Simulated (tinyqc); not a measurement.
Scattering rates of a carrier in a spherical band by Fermi's golden rule. Changing the temperature T. Computed by tinyqc, a small Python program. Command: `OMP_NUM_THREADS=1 python tinyqc.py 3005822 3005823 out.jsonl scatter sweep`. One thread of a shared host (Intel(R) Xeon(R) Processor @ 2.30GHz), about 0.01 s of CPU time with the checks.

All processes here are isotropic or elastic, and the rate listed is the momentum relaxation rate.

Inputs (values chosen for the exercise, for a model non-polar semiconductor):

| quantity | value | unit |
|---|---|---|
| density-of-states mass of one valley m | 0.631 | m_0 |
| non-parabolicity alpha | 0.28 | 1/eV |
| static permittivity eps_s | 11.6 | - |
| density rho | 5470 | kg/m^3 |
| sound velocity v_l | 11400 | m/s |
| acoustic deformation potential D_A | 5.3 | eV |
| phonon energy hbar w | 89.1 | meV |
| optical or intervalley deformation potential D_o | 9.8 | 1e8 eV/cm |
| final valleys Z_f | 2 | - |
| ionised impurity density N_I | 6.4e+15 | 1/cm^3 |
| carrier energy E | 29 | meV |
| neutral impurity density N_n | 4.8e+16 | 1/cm^3 |

Crystal: non-polar. Band: Kane. Impurity formula: Brooks-Herring. Further scattering: neutral impurities.

Constants: k_B = 8.617333262e-05 eV/K; eps_0 = 8.8541878128e-12 F/m; k_B = 1.380649e-23 J/K; e = 1.602176634e-19 C; hbar = 1.054571817e-34 J s; m_0 = 9.1093837015e-31 kg; hbar = 6.582119569e-16 eV s.

Method:
- Phonon occupation N_q = 1/(exp(hbar w/(k_B T)) - 1).
- Debye screening by free carriers of density N_I: L_s = sqrt(eps_s eps_0 k_B T/(e^2 N_I)).
- Kane band: hbar^2 k^2/(2 m) = E (1 + alpha E), speed v = hbar k/(m (1 + 2 alpha E)), states per spin, volume and energy g(E) = m k (1 + 2 alpha E)/(2 pi^2 hbar^2); overlap factors are set to 1. Masses are multiplied by m_0 and all formulas are in SI units.
- Acoustic deformation potential (elastic, equipartition, absorption and emission together): 1/tau = 2 pi k_B T D_A^2 g(E)/(hbar rho v_l^2).
- Singly charged impurities, momentum relaxation: 1/tau = N_I e^4 m (1 + 2 alpha E) Phi/(8 pi (eps_s eps_0)^2 hbar^3 k^3), with alpha = 0 for a parabolic band.
- Brooks-Herring: Phi = ln(1 + b) - b/(1 + b), b = 4 k^2 L_s^2.
- Optical or intervalley deformation potential: 1/tau = (pi Z_f D_o^2/(rho w)) [N_q g(E + hbar w) + (N_q + 1) g(E - hbar w)], with g = 0 below the band edge.
- Neutral impurities (Erginsoy): 1/tau = 20 N_n a_B hbar/m, a_B = 4 pi eps_s eps_0 hbar^2/(m e^2).
- Rates add: 1/tau_m is the sum, and the mean free path is v tau_m.

One run for each value:

| temperature T (K) | acoustic rate (1/s) | ionised-impurity rate (1/s) | N_q | momentum relaxation time tau_m (fs) | mean free path (nm) |
|---|---|---|---|---|---|
| 60 | 9.2695e+10 | 1.3903e+11 | 3.2804e-08 | 2481.0 | 311.67 |
| 82 | 1.2668e+11 | 1.4637e+11 | 3.3408e-06 | 2250.1 | 282.67 |
| 110 | 1.6994e+11 | 1.5327e+11 | 8.2759e-05 | 2019.3 | 253.66 |
| 200 | 3.0898e+11 | 1.6731e+11 | 5.7181e-03 | 1438.6 | 180.73 |
| 280 | 4.3258e+11 | 1.7522e+11 | 2.5540e-02 | 1008.9 | 126.74 |
| 380 | 5.8707e+11 | 1.8240e+11 | 7.0448e-02 | 655.5 | 82.34 |
| 510 | 7.8790e+11 | 1.8931e+11 | 1.5165e-01 | 415.4 | 52.18 |
| 700 | 1.0814e+12 | 1.9676e+11 | 2.9584e-01 | 256.1 | 32.17 |

Give the missing row, temperature T (K) = 150.

Computed row; columns: (1) temperature T (K); (2) acoustic rate (1/s); (3) ionised-impurity rate (1/s); (4) N_q; (5) momentum relaxation time tau_m (fs); (6) mean free path (nm):
```
(1)         (2)         (3)         (4)     (5)     (6)
150  2.3174e+11  1.6055e+11  1.0158e-03  1748.1  219.60
```

Interpolating between the two neighbouring rows (the first column on a logarithmic scale, the others too where they are positive) misses most in N_q, by 27 %. Over the rows, acoustic rate (1/s) rises from 9.27e10 to 1.08e12 (exponent d ln y / d ln x about 1.00 throughout); ionised-impurity rate (1/s) rises from 1.39e11 to 1.97e11 (exponent d ln y / d ln x 0.16 between the first rows and 0.12 between the last); N_q rises from 3.28e-8 to 0.296 (exponent d ln y / d ln x 15 between the first rows and 2.1 between the last). The exponent of acoustic rate stays at 1: equipartition makes the phonon number proportional to T. The acoustic rate passes the impurity rate between 82.0 and 110 K. At fixed E the impurity rate depends on T only through the screening length.

Caution (rows 60.0, 82.0, 110, 150): the largest acoustic phonon energy 2 hbar v_l k is not small against k_B T, so equipartition is a rough assumption. Caution (all rows): k times the effective Bohr radius is below 1, so the Born approximation behind the Brooks-Herring rate is rough. Caution (all rows): Erginsoy's formula holds for k a_B below about 0.5 and for dopants that stay neutral, which means low temperature; elsewhere it is only a rough constant rate.

Extremes, crossings and ranges named in words are read from the listed rows.
